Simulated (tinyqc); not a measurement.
Worked calculation: geometry optimisation on the UHF/sto-3g surface (energies and gradients from PySCF), for H3, spin multiplicity 2. Computed by tinyqc, a small Python program that keeps every step (integrals from PySCF). Settings: charge = 0, multiplicity = 2, basis = sto-3g, optimiser = sd, first Hessian = 0.3, largest step = 0.5, iteration cap = 30. Command: `OMP_NUM_THREADS=1 python tinyqc.py 20353 20354 out.jsonl` (the two numbers bound the seeds that draw the settings). One thread of a shared host (Intel(R) Xeon(R) Processor @ 2.60GHz), about 2 s of CPU time with the checks.

## Step 1: energy and gradient

positions at the start (bohr):
```
           x        y         z
1H   0.09827  0.04913  -0.07559
2H   0.00000  0.02646   1.47966
3H  -0.06425  1.58170   0.34582
```

Self-consistent energy and analytic gradient at these positions.

energy = -1.3705971 hartree

gradient (hartree/bohr):
```
             x           y           z
1H   0.0013518   0.0041315  -0.0266268
2H  -0.0109835   0.2231696  -0.1353416
3H   0.0096317  -0.2273012   0.1619684
```

## Step 1: move

Steepest descent, p = -g / 0.3; steps longer than 0.5 bohr are cut back (factor 0.391 here).

positions after step 1 (bohr):
```
           x         y         z
1H   0.09650   0.04374  -0.04086
2H   0.01433  -0.26462   1.65618
3H  -0.07681   1.87816   0.13457
```

## Step 2: energy and gradient

As before.

energy = -1.4851202 hartree

gradient (hartree/bohr):
```
             x           y           z
1H   0.0057439  -0.0180230  -0.0644048
2H  -0.0067837   0.0781549  -0.0018376
3H   0.0010398  -0.0601319   0.0662424
```

## Step 2: move

Steepest descent, p = -g / 0.3; steps longer than 0.5 bohr are cut back.

positions after step 2 (bohr):
```
           x         y         z
1H   0.07736   0.10382   0.17382
2H   0.03694  -0.52513   1.66230
3H  -0.08028   2.07860  -0.08624
```

## Convergence

Stop when the largest gradient component is below 3e-5 hartree/bohr.

Course of the optimisation:
```
step  E (hartree)  largest gradient (hartree/bohr)
1      -1.3705971                         2.27e-01
2      -1.4851202                         7.82e-02
3      -1.5300256                         6.21e-02
4      -1.5487927                         4.40e-02
5      -1.5574053                         4.66e-02
6      -1.5550278                         1.13e-01
7      -1.5270669                         9.85e-02
8      -1.5574399                         1.17e-01
9      -1.5286019                         9.87e-02
10     -1.5590156                         1.18e-01
11     -1.5296797                         9.91e-02
12     -1.5601793                         1.19e-01
13     -1.5305158                         9.97e-02
14     -1.5611048                         1.20e-01
15     -1.5312040                         1.00e-01
16     -1.5618749                         1.20e-01
17     -1.5317908                         1.01e-01
18     -1.5625334                         1.20e-01
19     -1.5323016                         1.01e-01
20     -1.5631061                         1.20e-01
21     -1.5327519                         1.02e-01
22     -1.5636094                         1.19e-01
23     -1.5331518                         1.02e-01
24     -1.5640551                         1.19e-01
25     -1.5335090                         1.02e-01
26     -1.5644517                         1.19e-01
27     -1.5338292                         1.02e-01
28     -1.5648062                         1.19e-01
29     -1.5341171                         1.03e-01
30     -1.5651242                         1.19e-01
```

Distances after the last move, whose energy is not in the table (angstrom):
```
pair   distance
2H-1H   0.97910
3H-1H   1.67679
3H-2H   2.59731
```

Not converged within 30 steps: the energy rises at some steps, so steps overshoot. Reruns: method bfgs, first Hessian 0.6, largest step 0.3: not converged.
